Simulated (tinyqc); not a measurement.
# Ellipsometry and reflectance of a transparent film on an absorbing substrate: what changes with what

Air (index 1), film, substrate with N2 = n2 - i k2; time factor exp(+i w t). q_j = sqrt(N_j^2 - sin^2 th), root with positive real part. Fresnel coefficients r_s = (q_a - q_b)/(q_a + q_b), r_p = (N_b^2 q_a - N_a^2 q_b)/(N_b^2 q_a + N_a^2 q_b). tan(Psi) exp(i Delta) = R_p/R_s, Delta taken from 0 to 360 degrees.

Values chosen for this exercise; indices close to those of a porous low-k film on silicon:
- lam = 546.1 nm (wavelength)
- th = 75 degrees (angle of incidence)
- n1 = 1.312 (index of the transparent film)
- d = 44 nm (film thickness)
- n2 = 4.086 (index of the substrate)
- k2 = 0.031 (extinction coefficient of the substrate)

Each table varies one quantity; the others keep the values above.

## Psi and Delta against the film thickness

beta = 2 pi d q1/lam, X = exp(-2 i beta), R = (r01 + r12 X)/(1 + r01 r12 X) for p and s. The last column is the derivative of Delta.

Psi and Delta against the film thickness:

| d (nm) | Psi (degrees) | Delta (degrees) | \|R_p\|^2 | \|R_s\|^2 | dDelta/dd (degrees/nm) |
|---|---|---|---|---|---|
| 0 | 2.7714 | 175.25 | 0.0018048 | 0.77019 | -11.389 |
| 0.5 | 2.8047 | 169.61 | 0.0018485 | 0.77018 | -11.130 |
| 1 | 2.8622 | 164.15 | 0.0019252 | 0.77017 | -10.702 |
| 1.5 | 2.9426 | 158.93 | 0.0020350 | 0.77014 | -10.146 |
| 2 | 3.0440 | 154.02 | 0.0021778 | 0.77010 | -9.5071 |
| 2.5 | 3.1644 | 149.43 | 0.0023536 | 0.77006 | -8.8268 |
| 3 | 3.3015 | 145.19 | 0.0025624 | 0.77001 | -8.1402 |
| 3.5 | 3.4535 | 141.29 | 0.0028040 | 0.76994 | -7.4732 |
| 4 | 3.6183 | 137.71 | 0.0030785 | 0.76987 | -6.8425 |

Delta falls from 175.25 to 137.71 degrees while Psi moves from 2.771 to 3.618: Delta changes 44.3 times as much as Psi. With the slope of the first row an error of 0.01 degree in Delta means 8.8e-4 nm.

## Effect of the index of the transparent film

Same model as above.

dDelta/dd is the derivative of Delta; period lam/(2 q1).

Results:

| n1 | Psi (degrees) | Delta (degrees) | \|R_p\|^2 | \|R_s\|^2 | dDelta/dd (degrees/nm) | period (nm) |
|---|---|---|---|---|---|---|
| 1.25 | 19.00 | 83.85 | 0.08774 | 0.7399 | -0.4094 | 344.2 |
| 1.45 | 24.63 | 71.96 | 0.1490 | 0.7091 | -0.5143 | 252.5 |
| 1.65 | 27.25 | 63.70 | 0.1785 | 0.6729 | -0.6235 | 204.1 |
| 1.85 | 28.38 | 56.51 | 0.1848 | 0.6332 | -0.7743 | 173.1 |
| 2.05 | 28.53 | 49.27 | 0.1757 | 0.5946 | -1.002 | 151.0 |
| 2.25 | 27.77 | 41.45 | 0.1564 | 0.5641 | -1.320 | 134.4 |
| 2.65 | 23.28 | 24.13 | 0.1027 | 0.5545 | -2.035 | 110.7 |

Estimate the missing row, n1 = 2.45.

Computed row:

| n1 | Psi (degrees) | Delta (degrees) | \|R_p\|^2 | \|R_s\|^2 | dDelta/dd (degrees/nm) | period (nm) |
|---|---|---|---|---|---|---|
| 2.45 | 26.02 | 32.96 | 0.1309 | 0.5493 | -1.691 | 121.3 |

With this row back in the table: Psi goes from 19.0 through a maximum of 28.5 (at n1 = 2.05 among the rows listed) to 23.3 degrees and |R_p|^2 goes from 0.0877 through a maximum of 0.185 (at n1 = 1.85 among the rows listed) to 0.103. The slope of Delta is largest in size, 2.03 degrees/nm, at n1 = 2.65 among the rows.

Computed by the program tinyqc: `OMP_NUM_THREADS=1 python tinyqc.py 2870208 2870209 out.jsonl`, one thread of a shared Intel Xeon 2.30GHz, about 0.3 s for the whole run.
